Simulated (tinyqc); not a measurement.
Step height from the transmission.

Inverse problem. A single step up from edge 0 (mass mL) to edge U (mass mS) transmits T(E) = 4 vL vR/(vL + vR)^2 with v = k/m, k = sqrt(m (E - edge)/C), C = hbar^2/(2 m0). It is known that vR < vL. Find vR/vL and U.

Values chosen for this exercise:
```
symbol  value  unit                meaning
mL       0.04    m0  mass in the left lead
E       0.788    eV        electron energy
mS      0.077    m0   mass beyond the step
```

T(E) = 0.62788042

Solution. The reflection amplitude is sqrt(1 - T(E)) = (1 - y)/(1 + y) with y = vR/vL < 1, and y^2 = (E - U) mL/(E mS).

vR/vL = 0.2422
U = 0.6990 eV

Computed by the program tinyqc: `OMP_NUM_THREADS=1 python tinyqc.py 2560004 2560005 out.jsonl`, one thread of a shared Intel Xeon 2.30GHz, about 0.01 s for the whole run.
